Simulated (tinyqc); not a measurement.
# Peak shift with the field

The DLTS signal is S = C(t2) - C(t1), the change of the capacitance transient between two sampling times. Emission rate en = sn vth(T) Nc(T) exp(-Et/kB T) = sn g T^2 exp(-Et/kB T), g = vth Nc/(300 K)^2, as vth goes as T^0.5 and Nc as T^1.5 (degeneracy factor 1). For an exponential transient S peaks where en = ew = ln(t2/t1)/(t2 - t1). A Coulomb centre of charge +q (when empty) in the field F lowers its barrier by dE = sqrt(q F/(pi eps0 eps_r)) along the field. One-dimensional rate: en exp(b), b = dE/kB T; three-dimensional (Hartke): en {[1 + (b - 1) exp(b)]/b^2 + 1/2}. The peak temperatures solve rate = ew.

Values chosen for this exercise; material values close to those of 4H silicon carbide: relative permittivity eps_r = 9.88; conduction-band density of states at 300 K Nc = 1.68e19 cm^-3; thermal velocity at 300 K vth = 1.9e7 cm/s; depth of the trap below the conduction edge Et = 0.17 eV; capture cross-section sn = 9.3e-17 cm^2; first sampling time t1 = 0.2 ms; second sampling time t2 = 0.5 ms.

Constants: q = 1.602176634e-19 C, kB = 1.380649e-23 J/K, eps0 = 8.8541878128e-14 F/cm where lengths are in cm. Results are converted to the units shown.

Result of one run:
```
dE (meV)  T peak, one-dimensional (K)  T peak, three-dimensional (K)
24.15                           118.9                          127.6
```

Which field at the trap F gave this result: 1.9, 4.4, 10, 23 or 120 kV/cm?

F = 10 kV/cm.

The whole series:
```
F (kV/cm)  dE (meV)  T peak, one-dimensional (K)  T peak, three-dimensional (K)
1.9           10.52                        128.6                          133.0
4.4           16.02                        124.7                          131.1
10            24.15                        118.9                          127.6
23            36.62                        109.9                          121.2
54            56.11                        95.74                          109.2
120           83.64                        75.22                          89.54
```

dE grows as the square root of F, from 10.5 to 83.6 meV. The peak, at 136.0 K without field, moves down by 60.8 K (one-dimensional) or 46.4 K (three-dimensional) in the last row. A centre that is neutral when empty has no such long-range lowering, so the shift tells the charge state.

Numbers from tinyqc (`OMP_NUM_THREADS=1 python tinyqc.py 2050161 2050162 out.jsonl`; about 0.01 s on one thread of a shared Intel Xeon 2.30GHz).
